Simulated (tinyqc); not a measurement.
Signal and retention of a DRAM cell: one step of the calculation.

A stored one starts at Vd and leaks: Cs dV/dt = -I(V), I = a sqrt((V + Vb)/(Vd + Vb)) + b, with a = Ig exp[-(Eg1 q/kB)(1/T - 1/T0)] (generation in a depletion layer) and b = Is exp[-(Es q/kB)(1/T - 1/T0)]. The bit line is precharged to Vd/2, and charge sharing gives the signal (V - Vd/2) Cs/(Cs + Cb).

Problem. Failing cells. This time is the median of a log-normal spread: failing cells = Nc erfc(z/sqrt 2)/2, z = ln(t/tr)/sg. One failure is expected at the interval where that count equals 1.

Parameters, values chosen for the exercise:
- sg = 0.92 (deviation of ln(retention time) over the cells)
- Nc = 4.29e9 (cells)
- tr = 64 ms (refresh interval)

retention time = 0.72582778 s

Find: z; failing cells; interval for one failure.

Solution.

z = 2.6396
failing cells = 1.7804e7
interval for one failure = 2.3529 ms

The weakest cell of the array lies about 6.23 deviations out, a factor of 308 below the median; the chosen interval is longer than that time.

Range of the model: Real arrays also hold a tail of unusually leaky cells and cells whose retention varies in time, which this model lacks.

Numbers from tinyqc (`OMP_NUM_THREADS=1 python tinyqc.py 2130025 2130026 out.jsonl`; about 0.01 s on one thread of a shared Intel Xeon 2.30GHz).
